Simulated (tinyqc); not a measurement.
MOS capacitor on a p-type substrate, surface potential from the exact charge relation: one step of the calculation.

Uniform p-type substrate, Boltzmann statistics, full ionisation, classical densities. psi is the surface potential against the body (positive when the bands bend down) and u = psi/Vt. Traps are spread evenly over the gap and neutral at flat band, so their charge is -q Dit psi; the minority quasi-Fermi level is shifted by Vb.

Question. Flat band, threshold and scales. ni = sqrt(Nc Nv) exp(-Eg/(2 Vt)), Eg in volts; phiF = Vt ln(N/ni); Cox = eps0 eox/tox; Vfb = phiM - chi - (Eg - Vt ln(Nv/N)) - q Nf/Cox; Q0 = sqrt(2 eps0 eps_r q N Vt); r = (ni/N)^2 exp(-Vb/Vt); VT = Vfb + [(2 phiF + Vb)(1 + q Dit/Cox) + sqrt(2 eps0 eps_r q N (2 phiF + Vb))/Cox].

Values chosen for this exercise; band and dielectric values those of a made-up semiconductor: temperature T = 293 K; band gap Eg = 1.13 eV; relative permittivity eps_r = 14.2; conduction-band density of states at T Nc = 2.03e19 cm^-3; valence-band density of states at T Nv = 2.24e19 cm^-3; electron affinity chi = 3.85 eV; acceptor density of the substrate N = 4.1e15 cm^-3; relative permittivity of the gate insulator (close to zirconium oxide) eox = 24.5; insulator thickness tox = 87 nm; gate work function phiM = 4.88 eV; fixed charge at the interface, in units of q Nf = 0 cm^-2; density of interface traps Dit = 0 cm^-2 eV^-1; reverse bias of the inversion layer against the body Vb = 1.8 V.

Constants: q = 1.602176634e-19 C, kB = 1.380649e-23 J/K, Vt = kB T/q, eps0 = 8.8541878128e-14 F/cm where lengths are in cm. Results are converted to the units shown.

Find: ni; phiF; Cox; Vfb; Q0; r; VT.

Answer.

ni = 4.0788e9 cm^-3
phiF = 0.34896 V
Cox = 0.24934 uF/cm^2
Vfb = 0.11729 V
Q0 = 6.4580 nC/cm^2
r = 1.0824e-43
VT = 2.8728 V

Program tinyqc, `OMP_NUM_THREADS=1 python tinyqc.py 2060123 2060124 out.jsonl`; Intel Xeon 2.30GHz, shared host, one thread, about 0.01 s.
